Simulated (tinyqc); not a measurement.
What moves the results: hole subbands of a hard-walled well, four-band Luttinger model. A value that a table varies takes the place of the one given here.

Hole energies are counted downwards from the unstrained band edge, c = hbar^2/2m0. After the usual block transformation one block is H = [[P + Q - Zs, R - i S], [R + i S, P - Q + Zs]] in (heavy, light), with P +/- Q = c [(g1 +/- g2) k^2 + (g1 -/+ 2 g2) kz^2], R = sqrt(3) c gR k^2, S = 2 sqrt(3) c g3 k kz, kz = -i d/dz; axial approximation gR = (g2 + g3)/2. Zs = b (e_par - e_perp) is the shear part of the strain (the hydrostatic part shifts all levels alike and is left out). Basis sqrt(2/L) sin(n pi z/L), n = 1 to N, for each component: kz^2 gives (n pi/L)^2 and the heavy-light block is R delta_nm - 2 sqrt(3) c g3 k D_nm with D_nm = 4 n m/(L (n^2 - m^2)) for n + m odd, 0 otherwise. The other block has the same levels. The split-off band is left out.

Constants: hbar^2/2m0 = 3.80998211 eV angstrom^2.

Parameters, chosen for this exercise (near those of InAs; shifted at random, so the results belong to these values and not to a real crystal): g1 = 20.13 (Luttinger gamma1); g2 = 8.54 (gamma2); g3 = 9.16 (gamma3); L = 75 angstrom (well width along [001]); k = 0.0181 1/angstrom (wave vector in the plane); Zlist = (-0.2828, -0.1638, -0.0981, -0.0465, 0, 0.082, 0.2179) eV (shear strain energies (negative: tension in the plane, for b < 0)).

## Which coupling does what

shear strain energy Zs = 0.009067 eV
N = 20, at the given k. Diagonal: R = S = 0. Along [100] and [110] gR is g2 and g3 instead of their mean.

Hole energies (meV):

| model | E1 | E2 | E3 | E4 |
|---|---|---|---|---|
| diagonal | 47.11 | 108.27 | 210.22 | 272.28 |
| R alone | 45.49 | 107.87 | 210.04 | 273.90 |
| S alone | 39.90 | 68.88 | 176.39 | 276.03 |
| axial | 37.70 | 69.39 | 176.25 | 276.86 |
| [100] | 37.85 | 69.36 | 176.26 | 276.80 |
| [110] | 37.55 | 69.42 | 176.24 | 276.92 |

The couplings move E1 by -9.41 meV: R alone by -1.61, S alone by -7.21, so S matters more at k L/pi = 0.43 (R grows as k^2 and joins equal n, S as k and joins n of opposite parity). Warping spreads E1 by 0.30 meV between [100] and [110], the hole being heavier along [110]; the axial value lies between them.

## Strain

N = 20. dE is the rise of the top subband from k = 0 to k1 = pi/(4L), m1 = c k1^2/dE (dash if dE is not positive), and the heavy weight is taken at k = pi/L.

Top subband:

| Zs (eV) | HH1 (meV) | LH1 (meV) | dE (meV) | heavy weight | m1 (m0) |
|---|---|---|---|---|---|
| -0.2828 | 303.2 | -34.1 | -0.927 | 0.128 | - |
| -0.1638 | 184.2 | 84.9 | -7.902 | 0.256 | - |
| -0.0981 | 118.5 | 150.6 | 1.403 | 0.382 | 0.298 |
| -0.0465 | 66.9 | 202.2 | 9.075 | 0.505 | 0.046 |
| 0.0000 | 20.4 | 248.7 | 9.507 | 0.617 | 0.044 |
| 0.0820 | -61.6 | 330.7 | 9.927 | 0.773 | 0.042 |
| 0.2179 | -197.5 | 466.6 | 10.345 | 0.904 | 0.040 |

HH1 and LH1 cross at Zs = -2 c g2 (pi/L)^2 = -0.1142 eV; for more negative Zs the light hole is on top. Among the rows with HH1 on top, m1 goes from 0.298 to 0.040 m0 as the splitting widens from 32 to 664 meV, against the unmixed 1/(g1 + g2) = 0.035: compression lightens the holes here. A dash marks a top subband whose hole energy at k1 lies below that at k = 0: an electron-like (negative) mass. m1 describes the neighbourhood of k = 0 only; where HH1 and LH1 lie close, the band may peak further out.

Computed by tinyqc, a small Python program: `OMP_NUM_THREADS=1 python tinyqc.py 1251631 1251632 out.jsonl` (the numbers bound the seed that draws the inputs); one thread of a shared host (Intel(R) Xeon(R) Processor @ 2.30GHz), about 0.08 s for the whole set of steps.
